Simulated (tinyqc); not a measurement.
Lossy package transmission line with skin effect: one step of the calculation.

A uniform line in a homogeneous dielectric: c = sqrt(er)/(c0 Z0), l = Z0 sqrt(er)/c0 (c0 = 299792458 m/s), g = w c td, w = 2 pi f. The resistance joins its limits as r = sqrt(r_dc^2 + r_hf^2), with r_dc = rho/(wd th), r_hf = kr rho/(2 delta (wd + th)), delta = sqrt(rho/(pi f mu0)), mu0 = 4 pi 1e-7 H/m; this is an interpolation, and internal inductance, up to 0.05 nH/mm at low frequency, is neglected.

Problem. Propagation constant and impedance. gamma = sqrt((r + i w l)(g + i w c)) = alpha + i beta, Zc = sqrt((r + i w l)/(g + i w c)), roots with positive real part; loss 8.685889638 alpha in dB; phase velocity w/beta.

Values chosen for this exercise:

| symbol | value | unit | meaning |
|---|---|---|---|
| len | 29 | mm | length |
| f | 0.64 | GHz | frequency |

r = 0.045420756 ohm/mm
l = 0.23109998 nH/mm
c = 144.43749 pF/m
g = 0 S/m

Wanted: gamma len; Zc; loss; phase velocity over c0; r/(w l).

Solution.

gamma len = 0.01646+0.67395i
Zc = 40.012-0.977i ohm
loss = 0.0049300 dB/mm
phase velocity over c0 = 0.57718
r/(w l) = 0.048876

Computed by the program tinyqc: `OMP_NUM_THREADS=1 python tinyqc.py 2810160 2810161 out.jsonl`, one thread of a shared Intel Xeon 2.30GHz, about 0.01 s for the whole run.
